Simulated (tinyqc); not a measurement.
Born-von Karman spring model of a cubic crystal with one atom per cell: one step, computed by the program tinyqc.

First neighbours lie at a/2 (1,1,0) (12 of them), second at a (1,0,0) (6), with all permutations and signs; the volume per atom is Omega = a^3/4. Two shells of springs match a real metal only roughly, above all at the zone boundary.

Problem. Frequencies at the zone boundary. A neighbour at R with unit vector n couples by the matrix K(R) = kL n n^T + kT (1 - n n^T), and D(q) = (1/M) sum_R K(R) [1 - cos(q.R)]. An eigenvalue lambda of D in eV/(angstrom^2 u) gives nu = 15.6333042 THz x sqrt(lambda).

Inputs (values chosen for the exercise, modelled on copper):
```
quantity,value,unit
atomic mass M,63.55,u
radial spring k1L,1.76,eV/angstrom^2
transverse spring k1T,-0.081,eV/angstrom^2
radial spring k2L,0.023,eV/angstrom^2
transverse spring k2T,-0.0081,eV/angstrom^2
```

Lattice: fcc.

Constants: nu for 1 eV/(angstrom^2 u) = 15.6333042 THz.

Give: Frequencies (THz) at points given in 2 pi/a.

Solution.

Frequencies (THz) at points given in 2 pi/a:
```
point,nu 1,nu 2,nu 3
"X (1, 0, 0)",4.831,4.831,7.187
"L (0.5, 0.5, 0.5)",3.244,3.244,7.281
"W (1, 0.5, 0)",4.867,6.113,6.113
"K (0.75, 0.75, 0)",4.406,5.794,6.584
```
